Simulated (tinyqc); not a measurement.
From a target level to the width: type-II superlattice in the two-band Kane model. Three cases, with inputs chosen for the exercise.

Problem. Which width a puts the bottom of C1 at the energy below?

Motion along the axis, period d = a + b, c = hbar^2/2m0. Conduction and light-hole bands couple: (E - Ec)(E - Ev) = Ep c k^2 in each layer, with mass m(E) = (E - Ev)/Ep, which may be negative. The conduction envelope psi and psi'/m(E) are continuous; a layer carries them by [[cos kt, (m/k) sin kt], [-(k/m) sin kt, cos kt]] (cosh and sinh for k^2 < 0), and cos(q d) = tr(M_B M_A)/2. C1 is the first miniband above EvB, with its bottom at tr/2 = +1 and its top at -1; the gap is the bottom of C1 less the top heavy-hole level HH1.

Constants: hbar^2/2m0 = 3.80998211 eV angstrom^2.

Case 1.

Values chosen (near those of an InAs/GaSb superlattice; shifted at random, so the results belong to these values and not to a real crystal): b = 32 angstrom (layer B); EcA = 0 eV (conduction edge of A); EvA = -0.418 eV (valence edge of A); EcB = 0.934 eV (conduction edge of B); EvB = 0.128 eV (valence edge of B); EpA = 14.1 eV (coupling energy in A); EpB = 18.2 eV (coupling energy in B).

bottom of C1 = 0.221830 eV

Case 2.

Values chosen (near those of an InAs/GaSb superlattice; shifted at random, so the results belong to these values and not to a real crystal): b = 50 angstrom (layer B); EcA = 0 eV (conduction edge of A); EvA = -0.411 eV (valence edge of A); EcB = 0.942 eV (conduction edge of B); EvB = 0.123 eV (valence edge of B); EpA = 14.5 eV (coupling energy in A); EpB = 17.9 eV (coupling energy in B).

bottom of C1 = 0.346020 eV

Case 3.

Values chosen (near those of an InAs/GaSb superlattice; shifted at random, so the results belong to these values and not to a real crystal): b = 46 angstrom (layer B); EcA = 0 eV (conduction edge of A); EvA = -0.423 eV (valence edge of A); EcB = 0.968 eV (conduction edge of B); EvB = 0.154 eV (valence edge of B); EpA = 14.6 eV (coupling energy in A); EpB = 17.8 eV (coupling energy in B).

bottom of C1 = 0.274060 eV

Find: k in A; kappa in B; a.

Solution. At q = 0 the state is even in both layers: (k/m_A) tan(k a/2) = (kappa/m_B) tanh(kappa b/2) with the masses at that energy; the first branch of the arctangent gives a.

Case 1.

k in A = 0.05140 1/angstrom
kappa in B = 0.03104 1/angstrom
a = 46.0 angstrom

Case 2.

k in A = 0.06886 1/angstrom
kappa in B = 0.04415 1/angstrom
a = 33.0 angstrom

Case 3.

k in A = 0.05860 1/angstrom
kappa in B = 0.03505 1/angstrom
a = 42.0 angstrom

Computed by tinyqc, one run a case: `OMP_NUM_THREADS=1 python tinyqc.py N N+1 out.jsonl` with N = 1281287, 1281354, 1281423; one thread of a shared Intel(R) Xeon(R) Processor @ 2.30GHz, about 0.1 s a run at most.
